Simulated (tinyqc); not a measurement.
Parabolic quantum dot in a magnetic field (Fock-Darwin), step by step. Values are carried at full precision from step to step, so a last printed digit may differ when a step is redone from the rounded ones.

Two dimensions, V = m w0^2 r^2/2, one valley. hbar wc = 2 muB B/m, W = sqrt(w0^2 + wc^2/4), E(n, l, s) = (2n + |l| + 1) hbar W - l hbar wc/2 + s gs muB B, n = 0, 1, ..., l = 0, +/-1, ..., s = +/-1/2; length lam = sqrt(2c/(m hbar W)), c = hbar^2/2m0.

Constants: muB = 5.788381798e-05 eV/T; hbar^2/2m0 = 3.80998211 eV angstrom^2; e^2/(4 pi eps0) = 14.39964547 eV angstrom.

Inputs chosen for the exercise (near those of a gate-defined dot in InAs; the results hold for these values, not for the real material):

| symbol | value | unit | meaning |
|---|---|---|---|
| m | 0.0291 | m0 | mass |
| gs | -8.22 |  | g factor |
| w0 | 1.9 | meV | confinement energy hbar w0 |
| B | 0.2 | T | magnetic field |
| Ec | 3.2 | meV | charging energy e^2/C |
| eps | 15.3 |  | dielectric constant |

## Energy and length scales

Give hbar wc, hbar W, the two mode energies hbar W +/- hbar wc/2, the Zeeman energy |gs| muB B and lam.

hbar wc = 0.7957 meV
hbar W = 1.9412 meV

modes (meV): 2.3390  1.5434

Zeeman energy = 0.0952 meV
lam = 367.3 angstrom

The product of the modes is w0^2 = 3.61 meV^2 at any field. These two lines are all that far-infrared light sees, whatever the number of electrons (Kohn theorem).

## Orbital levels

The eight lowest (n, l) from E = (2n + |l| + 1) W - l wc/2.

Levels:

| (n,l) | E (meV) |
|---|---|
| (0,0) | 1.941 |
| (0,1) | 3.485 |
| (0,-1) | 4.280 |
| (0,2) | 5.028 |
| (1,0) | 5.824 |
| (0,3) | 6.571 |
| (0,-2) | 6.619 |
| (1,1) | 7.367 |

## Addition spectrum

Constant interaction: mu(N) = E_N + (N - 1/2) Ec with the spin-resolved levels filled in order; the addition energy is mu(N + 1) - mu(N).

Filling:

| N | state added | E_N (meV) | mu(N) (meV) | addition energy (meV) |
|---|---|---|---|---|
| 1 | (0,0)+ | 1.894 | 3.494 | 3.295 |
| 2 | (0,0)- | 1.989 | 6.789 | 4.648 |
| 3 | (0,1)+ | 3.437 | 11.437 | 3.295 |
| 4 | (0,1)- | 3.532 | 14.732 | 3.900 |
| 5 | (0,-1)+ | 4.233 | 18.633 | 3.295 |
| 6 | (0,-1)- | 4.328 | 21.928 | 3.853 |
| 7 | (0,2)+ | 4.980 | 25.780 | 3.295 |
| 8 | (0,2)- | 5.076 | 29.076 | 3.900 |
| 9 | (1,0)+ | 5.776 | 32.976 | 3.295 |
| 10 | (1,0)- | 5.871 | 36.271 | 3.853 |

The largest addition energy falls at N = 2; at zero field it peaks at the closed shells 2, 6 and 12. Exchange, which the model lacks, would favour parallel spins near level crossings. Ec is an independent input that includes screening by the gates.

## Singlet and triplet of two electrons

Two electrons, first order in the Coulomb energy: the singlet (0,0)^2 has 2W + J0 and the lowest triplet (0,0)(0,1) has 3W - wc/2 + J0/2 - Ez, with J0 = sqrt(pi/2) q/(eps lam), q = e^2/(4 pi eps0), Ez = |gs| muB B.

Give J0, the triplet less the singlet, and J0/W.

J0 = 3.212 meV
E(T) - E(S) = -0.158 meV
J0/W = 1.65

The triplet is lower at this order. J0 exceeds W, so first order overstates the interaction and the result is only a guide.

## The same without perturbation theory

Exact treatment: the centre of mass separates with energy W, and the relative motion obeys [-(2c/m) Laplacian + (2c/m) r^2/(2 lam^2)^2 + q/(eps r)] psi = e_l psi for angular number l, solved in 14 Gaussians r^l exp(-a r^2), a = 1.7^i/(4 lam^2), i = -3 to 10. E(S) = W + e_0, E(T) = W + e_1 - wc/2 - Ez.

Solve for e_0 and e_1.

e_0, e_1 (meV): 4.37  5.39

first-order values W + J0 and 2W + J0/2 (meV): 5.15  5.49

E(T) - E(S), exact = 0.53 meV

First order overshoots e_0 by 0.78 meV and e_1 by only 0.10 meV, since the singlet gains more by keeping the electrons apart; it therefore favours the triplet by 0.69 meV too much. Of these two the singlet is lower, against the first-order answer.

## Checks

- e_0 at W = 2 Ry m/eps^2, where it is exactly 2W, as a ratio e_0/W: both 2.000.
- Level (0,1) from the radial equation by finite differences against the formula, meV: both 3.48.

(tinyqc, `OMP_NUM_THREADS=1 python tinyqc.py 1280737 1280738 out.jsonl`, Intel(R) Xeon(R) Processor @ 2.30GHz, 1 thread, shared host, about 0.07 s.)
